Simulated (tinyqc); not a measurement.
Arrhenius fit: deep-level transient spectroscopy (DLTS) of one majority-carrier trap. Computed by tinyqc, a small Python program. Command: `OMP_NUM_THREADS=1 python tinyqc.py 3023448 3023449 out.jsonl dlts walk`. One thread of a shared host (Intel(R) Xeon(R) Processor @ 2.30GHz), about 0.1 s of CPU time with the checks.

A filling pulse loads the traps in a one-sided junction; under reverse bias they empty at the rate e, and the capacitance relaxes as C(t) = C_0 - dC exp(-e t). The signal is S = [C(t_2) - C(t_1)]/dC.

Inputs (values chosen for the exercise, for a model semiconductor): density-of-states mass m = 0.249 m_0; valleys M = 6; trap depth E_t = 0.336 eV; cross-section sigma_0 = 4.2e-14 cm^2; degeneracy ratio g = 0.5; gate time t_1 = 0.01 s; ratio t_2/t_1 = 5; capture barrier E_b = 0.12 eV.

Carriers: electrons. Extra term: capture barrier.

Constants: k_B = 8.617333262e-05 eV/K; k_B = 1.380649e-23 J/K; m_0 = 9.1093837015e-31 kg; h = 6.62607015e-34 J s.

Method:
- e = g sigma v N_b exp(-E/k_B T), v = sqrt(3 k_B T/m), N_b = 2 M (2 pi m k_B T/h^2)^(3/2), sigma = sigma_0 exp(-E_b/k_B T), E = E_t.
- S(e) = exp(-e t_1) - exp(-e t_2) peaks at the rate window e_0 = ln(t_2/t_1)/(t_2 - t_1).
- t_1 is scaled by 0.1, 0.3, 1, 3, 10 and 30 at fixed t_2/t_1; each T_p by bisection.
- Least squares of ln(e_0/T_p^2) on 1/(k_B T_p): slope -E_a, intercept ln(gamma sigma_a) with gamma = v N_b/T^2 = sqrt(3 k_B/m) 2 M (2 pi m k_B/h^2)^(3/2). For comparison, the slope of ln e_0 alone.

Arrhenius data:
```
t_1 (s)  e_0 (1/s)  T_p (K)  1/(k_B T_p) (1/eV)  ln(e_0/T_p^2)
0.001      402.359  227.149             51.0877        -4.8539
0.003      134.120  217.679             53.3102        -5.8673
0.010       40.236  208.138             55.7539        -6.9816
0.030       13.412  200.110             57.9906        -8.0016
0.100        4.024  191.973             60.4488        -9.1225
0.300        1.341  185.086             62.6978       -10.1481
```

apparent depth E_a = 0.456 eV

intercept = 18.442

gamma = 4.8652e+21 cm^-2 s^-1 K^-2

apparent cross-section = 2.1000e-14 cm^2

slope without T^2 = 0.49125 eV

What follows from these numbers?

The apparent depth is 0.4560 eV against E_t = 0.336 eV, and the apparent cross-section is 0.500 times sigma_0 (the degeneracy ratio): the capture barrier adds to the slope, so the true depth needs a separate measurement of capture. Leaving out the T^2 factor overstates the slope by 35 meV, about 2 k_B T_p.

Extremes, crossings and ranges named in words are read from the listed rows.
